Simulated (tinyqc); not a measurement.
Inside a calculation. Model: threshold of a short bulk MOSFET: charge sharing, barrier lowering, narrow width.

Program tinyqc, `OMP_NUM_THREADS=1 python tinyqc.py 2002018 2002019 out.jsonl`; Intel Xeon 2.30GHz, shared host, one thread, about 0.01 s. Printed values are rounded.

n-channel device on a p-type body, depletion approximation, full ionisation. Uniform doping N = Na. Vbi from Boltzmann statistics is rough for the degenerate source. Cox = eps0 eox/tox.

Inputs (values chosen for the exercise); band and dielectric values close to those of silicon:
- T = 350 K (temperature)
- Eg = 1.12 eV (band gap)
- eps_r = 11.5 (relative permittivity)
- Nc = 3.52e19 cm^-3 (conduction-band density of states at T)
- Nv = 3.38e19 cm^-3 (valence-band density of states at T)
- eox = 3.9 (relative permittivity of the gate insulator (close to silicon dioxide))
- tox = 1.5 nm (insulator thickness)
- Na = 2.1e17 cm^-3 (channel doping)
- Nsd = 1e20 cm^-3 (source and drain doping)
- Vfb = -0.95 V (flat-band voltage for the doping Na)
- xj = 23 nm (junction depth)
- Vbs = 0 V (body-source voltage)
- Vds = 0.05 V (drain-source voltage)
- W = 280 nm (gate width)
- xw = 0 (shape factor of the fringing depletion at the width edges)
- L = 150 nm (channel length)

Constants: q = 1.602176634e-19 C, kB = 1.380649e-23 J/K, Vt = kB T/q, eps0 = 8.8541878128e-14 F/cm where lengths are in cm. Results are converted to the units shown.

## Long-channel threshold and scales

ni = sqrt(Nc Nv) exp(-Eg/(2 Vt)), Eg in volts; 2 pB = 2 Vt ln(N/ni); flat band Vfb - Vt ln(N/Na); Wd = sqrt(2 eps0 eps_r (2 pB - Vbs)/(q N)); body term q N Wd/Cox; long-channel VT0 = flat band + 2 pB + body term; Vbi = Vt ln(N Nsd/ni^2); scale length l = sqrt((eps_r/eox) tox Wd).

N = 2.1e17 cm^-3
2 pB = 0.812277 V
flat band = -0.95 V
Wd = 70.1173 nm
body term = 0.102479 V
VT0 = -0.0352448 V
Vbi = 0.998242 V
l = 17.6106 nm

## Short-channel and narrow-width shifts

Charge sharing (trapezoid; it ignores Vds): F = (xj/L)(sqrt(1 + 2 Wd/xj) - 1), lowering = body term times F. Barrier lowering: th = exp(-L/(2 l)) + 2 exp(-L/l), lowering = th [2 (Vbi - 2 pB) + Vds], DIBL = th. Narrow width: rise = body term times xw Wd/W. VT by each model = VT0 - lowering + rise.

F = 0.255154
lowering by charge sharing = 26.1478 mV
th = 0.0145392
lowering of the barrier = 6.13454 mV
DIBL = 14.5392 mV/V
narrow-width rise = 0 mV
VT, charge sharing = -0.0613926 V
VT, barrier lowering = -0.0413793 V

L is 8.52 scale lengths. The charge-sharing lowering is 4.26 times the barrier lowering; the first falls off as 1/L and the second exponentially. Both describe the same loss of gate control, so they are alternatives and are not added.
